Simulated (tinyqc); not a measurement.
Choosing the offset: vacuum evaporation: vapour pressure, source flux, thickness distribution, purity and step coverage. Computed by tinyqc, a small Python program. Command: `OMP_NUM_THREADS=1 python tinyqc.py 3111076 3111077 out.jsonl evap walk`. One thread of a shared host (Intel(R) Xeon(R) Processor @ 2.30GHz), about 0.01 s of CPU time with the checks.

Molecular flow, unit sticking of the metal, no re-evaporation. The background gas is taken as water vapour (18.015 g/mol, collision diameter 0.37 nm) at 300 K.

Inputs (values chosen for the exercise, modelled on indium, with constants for the liquid): directionality n = 2; source-to-wafer distance h = 41 cm; wafer radius R = 15 cm.

Method. Rotating wafer, source offset by s and facing upwards: thickness at radius r is the mean over the angle a of (1 + (r^2 + s^2 - 2 r s cos a)/h^2)^(-(n + 3)/2), by 360 equal steps; non-uniformity (max - min)/(max + min) over 21 radii from 0 to R. The curvature at the centre vanishes at s/h = sqrt(2/(n + 3)).

Against the offset:

| s/h | centre thickness | edge over centre | non-uniformity (%) |
|---|---|---|---|
| 0.0 | 1.0000 | 0.7305 | 15.574 |
| 0.2 | 0.9066 | 0.7646 | 13.341 |
| 0.4 | 0.6900 | 0.8535 | 7.902 |
| 0.5 | 0.5724 | 0.9082 | 4.813 |
| 0.6 | 0.4636 | 0.9628 | 1.894 |
| 0.7 | 0.3690 | 1.0132 | 0.681 |
| 0.8 | 0.2903 | 1.0563 | 2.738 |
| 0.9 | 0.2269 | 1.0908 | 4.341 |
| 1.1 | 0.1377 | 1.1342 | 6.289 |

What does the comparison show, and why?

The best row, s/h = 0.7, has 0.68 % against 16 % on the axis, at the price of a rate lower by a factor 2.71; the small-wafer optimum is sqrt(2/(n + 3)) = 0.63.

Extremes, crossings and ranges named in words are read from the listed rows.
